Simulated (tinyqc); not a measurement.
Physical sputtering: collision-cascade yield, angular dependence, faceting and resputtering in deposition: one step, computed by the program tinyqc.

Ions start collision cascades; atoms that reach the surface with more than U leave. The target is amorphous or fine-grained.

Problem. Yield at normal incidence. gamma = 4 M1 M2/(M1 + M2)^2; threshold E_th = 6.7 U/gamma for M1 >= M2, else U (1 + 5.7 M1/M2)/gamma. eps = 0.03255 M2 E/(Z1 Z2 (M1 + M2) z), z = (Z1^(2/3) + Z2^(2/3))^(1/2), E in eV; s_n = 3.441 sqrt(eps) ln(eps + 2.718)/(1 + 6.355 sqrt(eps) + eps (6.882 sqrt(eps) - 1.708)); S_n = 84.78 Z1 Z2 M1 s_n/((M1 + M2) z) in eV angstrom^2; alpha = 0.249 (M2/M1)^0.56 + 0.0035 (M2/M1)^1.5 for M1 <= M2, else 0.0875 (M2/M1)^(-0.15) + 0.165 M2/M1; Y0 = 0.042 Q alpha S_n/U [1 - sqrt(E_th/E)]^2.5 (the electronic-loss factor of the full formula is dropped). Erosion rate = Y0 J/(e N); 1 cm^2 = 1e14 nm^2.

Inputs (values chosen for the exercise, modelled on argon ions on aluminium):

| quantity | value | unit |
|---|---|---|
| ion Z1 | 18 | - |
| ion mass M1 | 39.95 | u |
| target Z2 | 13 | - |
| target mass M2 | 26.98 | u |
| surface binding energy U | 3.39 | eV |
| target density N | 60.2 | 1/nm^3 |
| fit factor Q | 1 | - |
| ion energy E | 1200 | eV |
| current density J | 0.12 | mA/cm^2 |

Constants: e = 1.602176634e-19 C.

Give: energy transfer factor gamma; threshold E_th; reduced energy eps; nuclear stopping S_n; alpha; yield Y0; erosion rate.

Solution.

energy transfer factor gamma = 0.96245

threshold E_th = 23.599 eV

reduced energy eps = 0.019111

nuclear stopping S_n = 864.16 eV angstrom^2

alpha = 0.20424

yield Y0 = 1.4988 atoms per ion

erosion rate = 11.188 nm/min

The threshold factor is 0.685; the energy cost is 801 eV per removed atom, 236 times U.
